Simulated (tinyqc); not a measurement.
What moves the results: ionisation potential and affinity of a slab from the planar-averaged potential. A value that a table varies takes the place of the one given here.

A model of the planar-averaged electrostatic energy of an electron in a periodic cell of N1 periods of A (L1 = N1 n1 h) and N2 periods of vacuum (L2 = N2 n2 h), on z_j = j h: V(z) = f VA + (1 - f) VB + F t(z), VA = V1[0] + V1[1] cos(2 pi z/(n1 h)) + V1[2] cos(4 pi z/(n1 h)), VB the same with V2, n2 and z - L1. f = [tanh(z/w) - tanh((z - L1)/w) + tanh((z - L1 - L2)/w)]/2 + 1/2; t(z) = z - L1/2 in A and (L1/L2)(L1 + L2/2 - z) beyond, so that the cell is periodic.

Running mean over n points, periodic: for odd n the plain mean of the n points centred on j; for even n the n + 1 points with half weight at both ends. The macroscopic average applies the mean over n1 points and then over n2 points.

Values chosen for the exercise (gap near that of GaAs; the results hold for these values, not for the real material):

| symbol | value | unit | meaning |
|---|---|---|---|
| h | 0.35 | angstrom | grid step |
| n1 | 6 |  | grid points per period of A |
| n2 | 6 |  | grid points per period of the vacuum filter |
| V1 | (-4.38, 2.44, -0.35) | eV | mean and two harmonics of the potential in A |
| V2 | (0, 0, 0) | eV | the same in vacuum |
| w | 0.48 | angstrom | width of the interfaces |
| N1 | 4 |  | periods of A |
| N2 | 5 |  | periods of vacuum |
| F | 0 | eV/angstrom | slope in A from opposite charges on the two interfaces |

## How thick the regions must be

N1 = N2 = N, no slope (F = 0); dV is read at j = floor(N n1/2) and N n1 + floor(N n2/2). The exact value is V2[0] - V1[0].

Results:

| N | L1 (angstrom) | dV (eV) | error (meV) |
|---|---|---|---|
| 1 | 2.10 | 2.2271 | -2152.89 |
| 2 | 4.20 | 4.1855 | -194.48 |
| 3 | 6.30 | 4.3751 | -4.89 |
| 4 | 8.40 | 4.3800 | -0.04 |
| 5 | 10.50 | 4.3800 | 0.00 |
| 6 | 12.60 | 4.3800 | 0.00 |

The error is below 10 meV from N = 3 on. The two windows together span 4.20 angstrom and must fit between the interface tails, which fall as exp(-2 z/w); the errors at N = 2, 3 and 4 are -194.48, -4.89 and -0.04 meV.

## The choice of windows

dV read at j = 12 and 39 after means over the numbers of points listed; ripple is the spread over the five points around each.

Results:

| windows | dV (eV) | ripple in A (meV) | ripple in vacuum (meV) |
|---|---|---|---|
| none | 2.290 | 3135 | 0 |
| 6 only | 4.380 | 0 | 0 |
| 7 only | 4.779 | 598 | 0 |
| 7, 7 | 4.337 | 64 | 0 |
| 6, 6 | 4.380 | 0 | 0 |

Which rows can be used, and how does a wrong window show?

The last row matches both periods and lies 0 meV from the value of a thick cell, V2[0] - V1[0] = 4.380 eV. Against it the raw potential errs by -2.09 eV. Within 20 meV of it lie: 6 only. A window one point too long leaves a ripple of 598 meV in A, against 0 meV in the last row: the ripple is the sign to look for. Rows to use, with under 30 meV of ripple in both regions once the tilt is taken off: 6 only and 6, 6. A row with a large ripple can hit the right value only by chance.

Program tinyqc; command `OMP_NUM_THREADS=1 python tinyqc.py 1851170 1851171 out.jsonl`; about 0.01 s on one thread of a shared Intel(R) Xeon(R) Processor @ 2.30GHz.
